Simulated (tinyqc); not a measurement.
On-chip power grid, static voltage drop by conjugate gradients: one step of the calculation.

A grid of 3 rows and 4 columns, node k = 4 row + column. Neighbours in a row are joined by Rx, in a column by Ry; pad nodes, which reach the supply through Rp: 0. Each node draws I0, node 9 draws kh I0. The drops u = Vdd - V solve G u = i, with G the conductance matrix (1/Rp added on the diagonal at pad nodes).

Question. Conjugate-gradient step. q = G p; a = (r.r)/(p.q); u(new) = u + a p; r(new) = r - a q; b = (r.r)(new)/(r.r); p(new) = r(new) + b p.

Inputs (values chosen for the exercise): resistance of a horizontal segment Rx = 0.2 ohm; resistance of a vertical segment Ry = 0.61 ohm; resistance from a pad node to the supply Rp = 0.1 ohm.

u after iteration 1 (mV):
```
           col 0      col 1      col 2      col 3
row 0  1.4852174  1.4852174  1.4852174  1.4852174
row 1  1.4852174  1.4852174  1.4852174  1.4852174
row 2  1.4852174  4.4556522  1.4852174  1.4852174
```

r after iteration 1 (mA):
```
            col 0       col 1      col 2     col 3
row 0  -10.652174    4.200000   4.200000  4.200000
row 1    4.200000    9.069565   4.200000  4.200000
row 2   19.052174  -21.973913  19.052174  4.200000
```

p after iteration 1 (mA):
```
           col 0      col 1      col 2      col 3
row 0   7.538652  22.390825  22.390825  22.390825
row 1  22.390825  27.260391  22.390825  22.390825
row 2  37.242999  32.598563  37.242999  22.390825
```

Give: q; a; u after iteration 2; r after iteration 2; b; p after iteration 2.

Answer.

q (mA S):
```
        col 0   col 1   col 2   col 3
row 0  -23.22   66.28    0.00    0.00
row 1  -24.35   47.93  -48.70    0.00
row 2   47.57  -37.69  121.83  -74.26
```

a = 0.34748 ohm

u after iteration 2 (mV):
```
        col 0   col 1   col 2  col 3
row 0   4.105   9.266   9.266  9.266
row 1   9.266  10.958   9.266  9.266
row 2  14.426  15.783  14.426  9.266
```

r after iteration 2 (mA):
```
        col 0    col 1    col 2   col 3
row 0  -2.583  -18.830    4.200   4.200
row 1  12.660   -7.584   21.121   4.200
row 2   2.523   -8.876  -23.282  30.004
```

b = 1.7051

p after iteration 2 (mA):
```
        col 0   col 1   col 2   col 3
row 0  10.271  19.349  42.379  42.379
row 1  50.840  38.898  59.300  42.379
row 2  66.027  46.709  40.223  68.184
```

tinyqc, about 0.06 s, one thread, Intel Xeon 2.30GHz (shared host): `OMP_NUM_THREADS=1 python tinyqc.py 2770147 2770148 out.jsonl`
